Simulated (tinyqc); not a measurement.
Inside a calculation. Method: tight binding, honeycomb lattice. One step of it, computed by the program tinyqc.

Problem. Levels at k. Diagonalise the Hermitian matrix.

H(k) at k (eV), order A, B:
```
[[1.588556, -0.921622-1.452244i],
 [-0.921622+1.452244i, -1.587696]]
```

Give: eigenvalues; weights |c|^2 of the basis functions.

Solution.

eigenvalues (eV): [-2.3406, 2.3415]

weights |c|^2 of the basis functions, order A, B:
```
[[0.1608, 0.8392],
 [0.8392, 0.1608]]
```
